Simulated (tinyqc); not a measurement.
Configuration-coordinate model of a defect: Huang-Rhys factor and luminescence line shape: one step, computed by the program tinyqc.

Ground state E_g(Q) = (1/2) omega_g^2 Q^2; excited state E_e(Q) = E_0 + (1/2) omega_e^2 (Q - dQ)^2 with E_0 = E_ZPL - (hbar omega_e - hbar omega_g)/2. Q is mass-weighted; the dipole does not depend on Q (Condon approximation).

Problem. Crossing, radiative lifetime and thermal quenching. The curves cross at the root Q_c nearest dQ; the barrier is (1/2) omega_e^2 (Q_c - dQ)^2, with (1/2) omega^2 = (hbar omega)^2/(2 hbar^2/u). k_r = n_r omega^3 mu^2/(3 pi eps_0 hbar c^3) at the vertical emission energy, without local-field correction; k_nr = nu_0 exp(-barrier/k_B T) (Mott-Seitz); yield = k_r/(k_r + k_nr); T_1/2 = barrier/(k_B ln(nu_0/k_r)).

Inputs (values chosen for the exercise, for a model defect in a wide-gap host):
```
quantity                           value              unit
zero-phonon energy E_ZPL            5.66                eV
displacement dQ                    0.523  u^(1/2) angstrom
ground-state phonon hbar omega_g    78.9               meV
excited-state phonon hbar omega_e   61.9               meV
temperature T                         50                 K
refractive index n_r                2.13                 -
transition dipole mu                 2.1        e angstrom
quenching prefactor nu_0           6e+12               1/s
```

Modes: different frequencies.

vertical emission energy = 5.464826 eV

Constants: hbar^2/u = 4.18015928e-03 eV angstrom^2; hbar = 6.582119569e-16 eV s; e = 1.602176634e-19 C; eps_0 = 8.8541878128e-12 F/m; hbar = 1.054571817e-34 J s; c = 299792458 m/s; k_B = 8.617333262e-05 eV/K.

Give: Q_c; classical barrier; radiative lifetime; luminescence yield; quenching temperature T_1/2.

Solution.

Q_c = 3.739 u^(1/2) angstrom

classical barrier = 4.739 eV

radiative lifetime = 0.1718 ns

luminescence yield = 1

quenching temperature T_1/2 = 7926 K

The barrier is so high that this route does not halve the yield below 1000 K.
